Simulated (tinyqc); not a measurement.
Against the doping: band-to-band tunnelling and avalanche in a reverse-biased abrupt junction. Computed by tinyqc, a small Python program. Command: `OMP_NUM_THREADS=1 python tinyqc.py 3024385 3024386 out.jsonl zener walk`. One thread of a shared host (Intel(R) Xeon(R) Processor @ 2.30GHz), about 0.01 s of CPU time with the checks.

Direct Kane tunnelling in the local field (for indirect gaps the mass is an effective fit) and one ionisation coefficient for both carriers. N is the doping of the light side, or N_A N_D/(N_A + N_D) for the symmetric junction; the built-in voltage is taken as E_g/e.

Inputs (values chosen for the exercise, modelled on germanium): band gap at 300 K, E_g = 0.654 eV; gap narrowing with temperature, -dE_g/dT = 0.4 meV/K; reduced tunnelling mass m_r = 0.043 m_0; permittivity eps = 16; ionisation prefactor a = 1.2e+07 1/cm; ionisation field at 300 K, b = 1.36e+06 V/cm; relative rise of b with temperature = 6.7 1e-4/K; effective doping N = 8.1e+16 1/cm^3; current density that defines tunnel breakdown, J_0 = 1 A/cm^2; temperature T = 350 K.

Junction: one-sided.

Constants: eps_0 = 8.8541878128e-12 F/m; e = 1.602176634e-19 C; m_0 = 9.1093837015e-31 kg; hbar = 1.054571817e-34 J s.

Method:
- E_g(T) = E_g - (T - 300 K)(-dE_g/dT); b(T) = b [1 + (rise)(T - 300 K)]; w = sqrt(2 eps eps_0 (V_R + E_g/e)/(e N)); F_m = 2 (V_R + E_g/e)/w; the field falls linearly from F_m to 0 across w.
- Kane: G(F) = A F^2 exp(-B/F), A = e^2 sqrt(m_r)/(18 pi hbar^2 sqrt(E_g)), B = pi sqrt(m_r) E_g^(3/2)/(2 e hbar), SI units; J = e int G dx x V_R/(V_R + E_g/e), the last factor making J vanish at zero bias; int G dx = (w/F_m) int_0^F_m G dF by 64 Gauss-Legendre points.
- Avalanche: I = (w/F_m) int_0^F_m a exp(-b/F) dF by 64 Gauss-Legendre points, M = 1/(1 - I), breakdown at I = 1.
- V_Z solves J = J_0 and V_A solves I = 1; the lower one is the breakdown voltage; temperature coefficients by a central difference of +/- 10 K.

Breakdown:
```
N (1/cm^3)     V_Z (V)  V_A (V)  F_m at breakdown (MV/cm)       first
1.60e+15    2.5884e+02   103.06                   0.19371   avalanche
4.00e+15    1.1184e+02    50.57                   0.21525   avalanche
9.70e+15    4.9644e+01    25.74                   0.24054   avalanche
2.40e+16    2.1518e+01    13.04                   0.27246   avalanche
4.90e+16    1.1021e+01     7.67                   0.30334   avalanche
8.10e+16    6.8011e+00     5.27                   0.32897   avalanche
1.60e+17    3.4333e+00     3.15                   0.37026   avalanche
4.00e+17    1.2076e+00     1.52                   0.40819  tunnelling
9.70e+17    2.8035e-01     0.68                   0.44790  tunnelling
```

What follows from these numbers?

The mechanism changes between 1.60e17 and 4.00e17 per cm^3. Across the table V_Z + E_g/e scales as N^-0.88 and V_A as N^-0.78: tunnelling needs a nearly fixed field, while avalanche in a thinner layer needs a higher one. Rows with V_Z below E_g/e understate it, since the local Kane formula overestimates the current there. Rows with V_A below about 5 E_g/e understate it, since the local law ignores the distance a carrier needs to reach the ionisation energy; silicon and germanium junctions change over near 4 to 6 E_g/e.

Extremes, crossings and ranges named in words are read from the listed rows.
